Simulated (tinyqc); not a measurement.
Worked calculation: plane-wave Kohn-Sham cycle with exchange-only LDA in a layered model solid. One step of it, computed by the program tinyqc.

Problem. Iteration 2: Hamiltonian at one k. H(m,m') = (k + G_m)^2/2 delta + V(G_m - G_m'), with V(-G) = V(G).

A solid whose potential varies along x alone (atomic units):
```
parameter                      value
period a                   15.200000
cross-section of the cell  30.000000
electrons per cell                 2
grid points                       16
plane waves -n..n, n               3
k points                           1
V1 in V1 cos(2 pi x/a)     -0.360000
V2 in V2 cos(4 pi x/a)     -0.220000
```

V(G_m), m = 0, 1, 2, ... (hartree): -0.152306  -0.057627  -0.098109  0.000370  0.000230  0.000592  0.000338

k = 0.000000 2 pi / a

Give: H.

Solution.

H (hartree), lower triangle:
```
         -3       -2       -1       +0       +1       +2      +3
-3   0.6166
-2  -0.0576   0.1894
-1  -0.0981  -0.0576  -0.0669
+0   0.0004  -0.0981  -0.0576  -0.1523
+1   0.0002   0.0004  -0.0981  -0.0576  -0.0669
+2   0.0006   0.0002   0.0004  -0.0981  -0.0576   0.1894
+3   0.0003   0.0006   0.0002   0.0004  -0.0981  -0.0576  0.6166
```
